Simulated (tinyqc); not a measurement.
UHF in the 6-31g basis, for H4, spin multiplicity 3, step by step. One step of it, computed by the program tinyqc.

Problem. Iteration 12 (converged): orbitals. Diagonalise F' = X^T F X, C = X C', fill 3 alpha and 1 beta electrons from the bottom; D(s) = C_occ C_occ^T. Each column has its largest component positive (the first on a tie).

converged F(alpha) (hartree):
```
           1H 1s      1H 2s      2H 1s      2H 2s      3H 1s      3H 2s      4H 1s      4H 2s
1H 1s  -0.331295  -0.677454  -0.508853  -0.538794   0.001641  -0.087833  -0.001918  -0.012256
1H 2s  -0.677454  -0.500620  -0.538634  -0.477680  -0.064792  -0.153954  -0.014255  -0.048513
2H 1s  -0.508853  -0.538634  -0.318817  -0.675896  -0.154944  -0.304205   0.009016  -0.074663
2H 2s  -0.538794  -0.477680  -0.675896  -0.531227  -0.221790  -0.288380  -0.088614  -0.145855
3H 1s   0.001641  -0.064792  -0.154944  -0.221790   0.083804  -0.457079  -0.462261  -0.441689
3H 2s  -0.087833  -0.153954  -0.304205  -0.288380  -0.457079  -0.398517  -0.461556  -0.380934
4H 1s  -0.001918  -0.014255   0.009016  -0.088614  -0.462261  -0.461556  -0.053414  -0.519103
4H 2s  -0.012256  -0.048513  -0.074663  -0.145855  -0.441689  -0.380934  -0.519103  -0.362008
```

converged F(beta) (hartree):
```
           1H 1s      1H 2s      2H 1s      2H 2s      3H 1s      3H 2s      4H 1s      4H 2s
1H 1s   0.396368  -0.125709  -0.192452  -0.158198  -0.024341  -0.066148  -0.013046  -0.024622
1H 2s  -0.125709  -0.004400  -0.169741  -0.085354  -0.088403  -0.110692  -0.041573  -0.068325
2H 1s  -0.192452  -0.169741   0.351094  -0.179673  -0.139502  -0.162245  -0.046155  -0.090860
2H 2s  -0.158198  -0.085354  -0.179673  -0.098804  -0.239357  -0.199616  -0.142068  -0.176282
3H 1s  -0.024341  -0.088403  -0.139502  -0.239357   0.009815  -0.490075  -0.442398  -0.450792
3H 2s  -0.066148  -0.110692  -0.162245  -0.199616  -0.490075  -0.364758  -0.408831  -0.350831
4H 1s  -0.013046  -0.041573  -0.046155  -0.142068  -0.442398  -0.408831   0.176036  -0.370242
4H 2s  -0.024622  -0.068325  -0.090860  -0.176282  -0.450792  -0.350831  -0.370242  -0.259578
```

X:
```
               1          2          3          4          5          6          7         8
1H 1s   0.183826  -0.599550   0.798549   0.467847  -0.428010   0.585565   0.252225  0.143907
1H 2s  -1.773610   1.317887  -0.699370  -0.428123  -0.193347   0.226554   0.273084  0.200830
2H 1s  -0.652284   0.543251   0.326684   0.721249   0.716681  -0.388399   0.205567  0.174026
2H 2s   2.942373  -1.075505  -0.399036  -0.421100   0.069072  -0.245002   0.194424  0.253770
3H 1s   0.652284   0.543251  -0.326684   0.721249  -0.716681  -0.388399  -0.205567  0.174026
3H 2s  -2.942373  -1.075505   0.399036  -0.421100  -0.069072  -0.245002  -0.194424  0.253770
4H 1s  -0.183826  -0.599550  -0.798549   0.467847   0.428010   0.585565  -0.252225  0.143907
4H 2s   1.773610   1.317887   0.699370  -0.428123   0.193347   0.226554  -0.273084  0.200830
```

Give: F' = X^T F X; orbital energies; coefficients C; F' = X^T F X; orbital energies; coefficients C; D(alpha) after iteration 12; D(beta) after iteration 12.

Solution.

F' = X^T F X (alpha) (hartree):
```
         1        2        3        4        5        6        7        8
1   0.8785   0.0435  -0.1059   0.0161  -0.4657   0.0262  -0.0007   0.0048
2   0.0435   0.9500   0.0221   0.1248  -0.0104  -0.5513  -0.0051   0.0064
3  -0.1059   0.0221   0.8848  -0.0598  -0.1081  -0.0286  -0.0399  -0.0374
4   0.0161   0.1248  -0.0598   0.7755  -0.0639  -0.0036  -0.0629  -0.1739
5  -0.4657  -0.0104  -0.1081  -0.0639   0.5836   0.2131   0.0309  -0.0696
6   0.0262  -0.5513  -0.0286  -0.0036   0.2131   0.1048  -0.0165  -0.0393
7  -0.0007  -0.0051  -0.0399  -0.0629   0.0309  -0.0165  -0.6376  -0.1031
8   0.0048   0.0064  -0.0374  -0.1739  -0.0696  -0.0393  -0.1031  -0.7079
```

orbital energies (alpha) (hartree): MO1 -0.8074, MO2 -0.5701, MO3 -0.2405, MO4 0.2733, MO5 0.7548, MO6 0.9344, MO7 1.1530, MO8 1.3342

coefficients C (alpha):
```
          MO1      MO2      MO3      MO4      MO5      MO6      MO7      MO8
1H 1s  0.3512  -0.1451   0.2839  -0.0371   0.8589  -0.6872   0.6162   0.2100
1H 2s  0.2320  -0.2115   1.1187   0.9736  -0.7091   0.5303  -1.6321   0.1136
2H 1s  0.3569  -0.0124  -0.2913  -0.2244   0.5609   0.1218  -1.2216  -0.0128
2H 2s  0.2648   0.0535  -1.1156  -1.2814  -0.6096   0.1881   2.5419  -0.7001
3H 1s  0.0674   0.2566  -0.0147   0.2182   0.3729   0.4072   0.2805  -1.2581
3H 2s  0.0310   0.2439  -0.0900   1.9232   0.1676  -0.6681  -1.3284   2.0764
4H 1s  0.0382   0.3281   0.1647  -0.0688   0.3635   0.9458   0.2970   0.7773
4H 2s  0.0262   0.3430   0.3782  -1.5902  -0.5936  -0.6075   0.2911  -1.4704
```

F' = X^T F X (beta) (hartree):
```
         1        2        3        4        5        6        7        8
1   0.9281   0.0044  -0.0954   0.0070  -0.4435  -0.0032  -0.0272   0.0033
2   0.0044   1.0315   0.0086   0.1136  -0.0042  -0.5121   0.0013   0.0040
3  -0.0954   0.0086   0.9799  -0.0018  -0.1422  -0.0045   0.0818   0.0305
4   0.0070   0.1136  -0.0018   0.8744   0.0208   0.0118   0.0542  -0.0543
5  -0.4435  -0.0042  -0.1422   0.0208   0.8293  -0.0238  -0.0292   0.0549
6  -0.0032  -0.5121  -0.0045   0.0118  -0.0238   0.5386  -0.0073   0.0473
7  -0.0272   0.0013   0.0818   0.0542  -0.0292  -0.0073  -0.1865   0.1978
8   0.0033   0.0040   0.0305  -0.0543   0.0549   0.0473   0.1978  -0.4066
```

orbital energies (beta) (hartree): MO1 -0.5336, MO2 -0.0788, MO3 0.2116, MO4 0.3881, MO5 0.8691, MO6 1.0339, MO7 1.3274, MO8 1.3708

coefficients C (beta):
```
          MO1      MO2      MO3      MO4      MO5      MO6      MO7      MO8
1H 1s  0.0254   0.2082   0.1236   0.0196   0.6583   0.8034  -0.4353   0.7296
1H 2s  0.0257   0.3465   0.8554  -1.5258  -0.5599  -0.1841   1.1544  -0.9477
2H 1s  0.0730   0.2171  -0.0676   0.1800   0.5828   0.3488   0.9052  -0.8452
2H 2s  0.0455   0.3944  -0.5808   1.9037  -0.2984  -1.0551  -2.0197   0.9577
3H 1s  0.3222  -0.0534  -0.1170  -0.1912   0.5616  -0.3983  -0.9664  -0.7209
3H 2s  0.4199  -0.0522  -0.8434  -1.7104  -0.4105   1.1058   2.1326   0.7501
4H 1s  0.2381  -0.1079   0.1400  -0.0328   0.5842  -0.8034   0.5329   0.7075
4H 2s  0.1833  -0.2115   1.0486   1.3893  -0.4681   0.2027  -1.2849  -0.8599
```

D(alpha) after iteration 12:
```
         1H 1s    1H 2s    2H 1s    2H 2s    3H 1s    3H 2s    4H 1s    4H 2s
1H 1s   0.2250   0.4298   0.0445  -0.2315  -0.0177  -0.0500   0.0126   0.0668
1H 2s   0.4298   1.3501  -0.2404  -1.1980  -0.0551  -0.1450   0.1237   0.3566
2H 1s   0.0445  -0.2404   0.2124   0.4188   0.0252   0.0343  -0.0384  -0.1050
2H 2s  -0.2315  -1.1980   0.4188   1.3176   0.0480   0.1216  -0.1561  -0.3966
3H 1s  -0.0177  -0.0551   0.0252   0.0480   0.0706   0.0660   0.0844   0.0842
3H 2s  -0.0500  -0.1450   0.0343   0.1216   0.0660   0.0685   0.0664   0.0504
4H 1s   0.0126   0.1237  -0.0384  -0.1561   0.0844   0.0664   0.1363   0.1758
4H 2s   0.0668   0.3566  -0.1050  -0.3966   0.0842   0.0504   0.1758   0.2613
```

D(beta) after iteration 12:
```
        1H 1s   1H 2s   2H 1s   2H 2s   3H 1s   3H 2s   4H 1s   4H 2s
1H 1s  0.0006  0.0007  0.0019  0.0012  0.0082  0.0107  0.0060  0.0047
1H 2s  0.0007  0.0007  0.0019  0.0012  0.0083  0.0108  0.0061  0.0047
2H 1s  0.0019  0.0019  0.0053  0.0033  0.0235  0.0306  0.0174  0.0134
2H 2s  0.0012  0.0012  0.0033  0.0021  0.0147  0.0191  0.0108  0.0083
3H 1s  0.0082  0.0083  0.0235  0.0147  0.1038  0.1353  0.0767  0.0591
3H 2s  0.0107  0.0108  0.0306  0.0191  0.1353  0.1763  0.1000  0.0770
4H 1s  0.0060  0.0061  0.0174  0.0108  0.0767  0.1000  0.0567  0.0436
4H 2s  0.0047  0.0047  0.0134  0.0083  0.0591  0.0770  0.0436  0.0336
```
